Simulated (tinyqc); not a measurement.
# Tunnelling through a two-layer gate stack, WKB transmission and Tsu-Esaki current: several studies

Electrons leave the emitter at x = 0. Energies E (motion across the layers) are in eV from the emitter Fermi level; the collector Fermi level lies at -V and offers states at every E. No charge in the dielectric and no image force: F1 = V/(t1 + t2 eps1/eps2), F2 = F1 eps1/eps2; U = phi1 - F1 x in layer 1 and phi2 - F1 t1 - F2 (x - t1) in layer 2. With C = hbar^2/(2 m0), kappa = sqrt(m (U - E)/C) where U > E and 0 elsewhere; T(E) = exp(-S), S = 2 times the integral of kappa over x.

Values chosen for this exercise; layer 1 close to silicon dioxide, layer 2 close to aluminium oxide:

| symbol | value | unit | meaning |
|---|---|---|---|
| T | 400 | K | temperature |
| Ef | 0.31 | eV | Fermi energy of the emitter above its band bottom |
| me | 0.84 | m0 | emitter mass in the supply function |
| phi1 | 2.99 | eV | barrier of layer 1 above the emitter Fermi level at zero bias |
| m1 | 0.49 | m0 | tunnelling mass of layer 1 |
| t1 | 1.1 | nm | thickness of layer 1 |
| eps1 | 3.76 |  | relative permittivity of layer 1 |
| phi2 | 2.59 | eV | barrier of layer 2 at zero bias |
| m2 | 0.41 | m0 | tunnelling mass of layer 2 |
| t2 | 3.4 | nm | thickness of layer 2 |
| eps2 | 8.85 |  | relative permittivity of layer 2 |
| V | 0.3 | V | voltage across the dielectric |

Constants: q = 1.602176634e-19 C, kB = 1.380649e-23 J/K, hbar = 1.054571817e-34 J s, m0 = 9.1093837015e-31 kg, Vt = kB T/q, hbar^2/(2 m0) = 0.0380998212 eV nm^2. Results are converted to the units shown.

Each table varies one quantity; the others keep the values above.

## Effect of the thickness t2 at fixed voltage

Each layer adds (2/F) sqrt(m/C) [G(u at its left edge) - G(u at its right edge)] to S, with u = U - E (0 where negative) and G(u) = (2/3) u^1.5. J = J0 times the integral of T(E) N(E) dE, N = ln[(1 + exp(-E/Vt))/(1 + exp((-E - V)/Vt))], J0 = q^2 me m0 kB T/(2 pi^2 hbar^3) (times 1e-4 for A/cm^2 per eV), from E = -Ef to far above the barrier (T = 1 there), by quadrature converged to the digits shown.

Effect of the thickness t2 at fixed voltage:
```
t2 (nm)  S at E = 0   T(E = 0)  J (A/cm^2)  mean E of the current (eV)
2             33.59  2.595e-15    5.681e-7                     -0.1435
2.49          38.58  1.756e-17    3.340e-9                     -0.1335
2.97          43.48  1.310e-19   2.194e-11                     -0.1233
3.46          48.48  8.793e-22   1.307e-13                     -0.1125
3.94          53.39  6.522e-24   8.717e-16                     -0.1016
4.43          58.40  4.358e-26   5.288e-18                    -0.08998
4.91          63.30  3.220e-28   3.596e-20                    -0.07820
5.4           68.31  2.146e-30   2.228e-22                    -0.06552
```

What does the table show?

J falls from 5.68e-7 to 2.23e-22 A/cm^2: 4.55 decades a nanometre between the first two rows and 4.51 between the last two. The exponent S alone gives dS/dt/ln 10 = 4.43 and 4.44.

## Current against voltage

Same model as above.

Current against voltage:
```
V (V)  S at E = 0   T(E = 0)  J (A/cm^2)  mean E of the current (eV)
0.2         48.44  9.220e-22   1.314e-13                     -0.1074
0.49        46.77  4.867e-21   7.223e-13                     -0.1128
0.77        45.09  2.617e-20   3.730e-12                     -0.1087
1.06        43.25  1.639e-19   2.230e-11                     -0.1037
1.35        41.31  1.150e-18   1.484e-10                    -0.09750
1.64        39.22  9.303e-18    1.131e-9                    -0.08953
1.92        37.02  8.362e-17    9.507e-9                    -0.07878
2.21        34.48  1.059e-15    1.118e-7                    -0.05911
2.5         31.47  2.155e-14    2.224e-6                    -0.01001
```

J rises from 1.31e-13 to 2.22e-6 A/cm^2, by 2.55 decades a volt between the first two rows and 4.48 between the last two. In every row the band edge stays above E = 0, so all is direct tunnelling at the Fermi level.

## Effect of the barrier height

Same model as above.

Results:
```
phi1 (eV)  S at E = 0   T(E = 0)  J (A/cm^2)  mean E of the current (eV)
1.5             43.83  9.247e-20   1.262e-11                     -0.1037
1.77            44.68  3.948e-20   5.530e-12                     -0.1065
2.04            45.46  1.799e-20   2.574e-12                     -0.1087
2.31            46.20  8.640e-21   1.258e-12                     -0.1105
2.59            46.91  4.224e-21   6.248e-13                     -0.1121
3.13            48.19  1.180e-21   1.788e-13                     -0.1144
3.4             48.78  6.502e-22   9.958e-14                     -0.1154
```

Estimate the missing row, phi1 = 2.86 eV.

Computed row:
```
phi1 (eV)  S at E = 0   T(E = 0)  J (A/cm^2)  mean E of the current (eV)
2.86            47.57  2.198e-21   3.294e-13                     -0.1133
```

With this row back in the table: J falls from 1.26e-11 to 9.96e-14 A/cm^2, on average 1.11 decades for each eV, while S rises from 43.8 to 48.8.

Program tinyqc, `OMP_NUM_THREADS=1 python tinyqc.py 2540047 2540048 out.jsonl`; Intel Xeon 2.30GHz, shared host, one thread, about 0.03 s.
